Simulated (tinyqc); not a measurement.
What moves the optical constants: free-carrier optics of a doped semiconductor (Drude model with one polar phonon).

eps(E) = ei [1 - Ep^2/(E^2 + i E Gam)] + (es - ei) wT^2/(wT^2 - E^2 - i E gT), with Ep^2 = 8 pi c (e^2/(4 pi eps0)) N/(m ei), c = hbar^2/2m0, N in 1/angstrom^3 (1e-24 per 1/cm^3); Gam = hbar/tau, tau = mu m m0/e with m0/e = 5.685630e-12 kg/C and mu in m^2/(V s). Energies in meV.

n + i k = sqrt(eps1 + i eps2) with k >= 0; R = ((n - 1)^2 + k^2)/((n + 1)^2 + k^2) at normal incidence from vacuum; alpha = 2 E k/(hbar c), times 1e8 for 1/cm; loss function Im(-1/eps) = eps2/(eps1^2 + eps2^2).

Constants: hbar^2/2m0 = 3.80998211 eV angstrom^2; e^2/(4 pi eps0) = 14.39964547 eV angstrom; hbar = 6.58211957e-16 eV s; hbar c = 1973.269805 eV angstrom.

Values chosen for the exercise (mass and dielectric values near those of GaSb; N and mu are free inputs; interband absorption and the rise of the mass with filling are left out; shifted at random, so the results belong to these values and not to a real crystal):
- N = 5.2e+16 1/cm^3 (carrier density)
- m = 0.0408 m0 (conductivity mass)
- mu = 13000 cm^2/(V s) (mobility)
- ei = 14.51 (high-frequency dielectric constant)
- wT = 27.6 meV (TO phonon)
- es = 15.75 (static dielectric constant)
- gT = 0.7 meV (phonon damping)
- E = 12.1 meV (photon energy)

At the energy E.

One parameter was then changed.

Results before and after:

| case | Ep (meV) | Gam (meV) | R | alpha (1/cm) |
|---|---|---|---|---|
| base | 11.01 | 2.18 | 0.1550 | 602 |
| changed | 10.04 | 1.82 | 0.1924 | 362 |

Which of these changes was made? (a) m = 0.049 m0; (b) ei = 15.24; (c) mu = 7800 cm^2/(V s); (d) E = 14.5 meV; (e) N = 7.8e+16 1/cm^3.

Answer: (a) m = 0.049 m0. Of the candidates, run in turn, only this one gives the changed row.

All candidates:

| case | Ep (meV) | Gam (meV) | R | alpha (1/cm) |
|---|---|---|---|---|
| base | 11.01 | 2.18 | 0.1550 | 602 |
| N = 7.8e+16 1/cm^3 | 13.48 | 2.18 | 0.3737 | 1.91e+03 |
| m = 0.049 m0 | 10.04 | 1.82 | 0.1924 | 362 |
| mu = 7800 cm^2/(V s) | 11.01 | 3.64 | 0.1986 | 868 |
| ei = 15.24 | 10.74 | 2.18 | 0.1504 | 609 |
| E = 14.5 meV | 11.01 | 2.18 | 0.2329 | 326 |

Run: tinyqc, `OMP_NUM_THREADS=1 python tinyqc.py 1682558 1682559 out.jsonl`; Intel(R) Xeon(R) Processor @ 2.30GHz, one thread, shared host; about 0.01 s of CPU time with all checks.
